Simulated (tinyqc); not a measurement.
Solubility, supersaturation, precipitation and gettering of an impurity in a silicon-like host: one step, computed by the program tinyqc.

The wafer was saturated at T1 and is then held at T.

Task: Solubility, diffusivity, supersaturation. C_eq(T) = N0 exp(S/k_B - H/(k_B T)); D(T) = D0 exp(-Q/(k_B T)); C0 = C_eq(T1). Supersaturation s = C0/C_eq(T); critical radius r* = 2 gamma/(C_p k_B T ln s); barrier W* = (4 pi/3) gamma r*^2. Strain energy is left out.

Inputs (values chosen for the exercise, modelled on cobalt in silicon):
```
quantity                                   value    unit
site density N0                            5e+22  1/cm^3
enthalpy of solution H                      2.82      eV
entropy of solution S                        7.5     k_B
diffusion prefactor D0                    0.0011  cm^2/s
migration energy Q                         0.538      eV
temperature of saturation T1                1350       K
anneal temperature T                         887       K
impurity density in the precipitate C_p  4.1e+22  1/cm^3
interface energy gamma                      0.32   J/m^2
```

Constants: k_B = 8.617333262e-05 eV/K; k_B = 1.380649e-23 J/K.

Give: C0; C_eq(T); D(T); supersaturation s; critical radius r*; W*/(k_B T).

Result:

C0 = 2.683e+15 1/cm^3

C_eq(T) = 8.579e+09 1/cm^3

D(T) = 9.651e-07 cm^2/s

supersaturation s = 3.128e+05

critical radius r* = 0.1007 nm

W*/(k_B T) = 1.111

Caution: the barrier to homogeneous nucleation is below 35 k_B T for these inputs, so new precipitates would form and outnumber the fixed sinks assumed here. Caution: a critical radius of atomic size is outside the capillary model.
